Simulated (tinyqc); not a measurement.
Inside a calculation. Model: one electron in a tunnel-coupled double dot: charge qubit, sensing and quantum capacitance.

Computed by the program tinyqc: `OMP_NUM_THREADS=1 python tinyqc.py 2470004 2470005 out.jsonl`, one thread of a shared Intel Xeon 2.30GHz, about 0.01 s for the whole run. Printed values are rounded.

Basis (left, right), H = [[ep/2, tc], [tc, -ep/2]], splitting Om = sqrt(ep^2 + 4 tc^2), ep = al times the gate voltage. In equilibrium the electron is on the right with the chance P_R = [1 + (ep/Om) tanh(Om/2 kB T)]/2.

Parameters, values chosen for the exercise:

| symbol | value | unit | meaning |
|---|---|---|---|
| tc | 21 | ueV | tunnel coupling |
| T | 0.39 | K | electron temperature |
| al | 0.36 | eV/V | lever arm of the gate on the detuning |
| Cp | 0.84 | pF | parasitic capacitance of the resonator |
| f0 | 690 | MHz | resonator frequency |
| Q | 146 |  | loaded quality factor |
| se | 2.1 | ueV | deviation of quasi-static detuning noise |
| ep | 26.7 | ueV | detuning |

Constants: q = 1.602176634e-19 C, kB = 1.380649e-23 J/K, hbar = 1.054571817e-34 J s, h = 6.62607015e-34 J s, Vt = kB T/q. Results are converted to the units shown.

## Splitting and occupation

Also the frequency Om/h, the mixing angle arctan2(2 tc, ep) and the weight of the right dot in the ground state, (1 + ep/Om)/2.

Om = 49.7684 ueV
Om/h = 12.0339 GHz
mixing angle = 57.5553 degree
ground-state weight = 0.768243
kB T = 33.6076 ueV
P_R = 0.668834

## Capacitance seen by a resonator

q^2 al^2 dP_R/d(ep) splits into Cq = q^2 al^2 (2 tc^2/Om^3) tanh(Om/2 kB T) and Ct = q^2 al^2 (ep/Om)^2/(4 kB T cosh^2(Om/2 kB T)); Ct appears only if relaxation is faster than the drive. A resonator of frequency f0, capacitance Cp and quality factor Q shifts by df = -f0 Cq/(2 Cp) and its phase by -2 Q Cq/Cp.

Cq = 93.5094 aF
Ct = 26.8448 aF
df = -38.4057 kHz
phase shift = -1862.44 millidegree

## Dephasing by charge noise

Noise in ep shifts Om by (ep/Om) d + (2 tc^2/Om^3) d^2. For Gaussian d of deviation se the spread of Om is sqrt[(ep se/Om)^2 + 2 (2 tc^2 se^2/Om^3)^2], and T2* is estimated as sqrt(2) hbar/spread; Om T2*/h counts the oscillations within T2*.

first-order spread = 1.12662 ueV
second-order spread = 0.0446233 ueV
T2* = 0.825588 ns
oscillations within T2* = 9.93507

At ep = 0 the first-order term vanishes and T2* would be 12.5 ns.
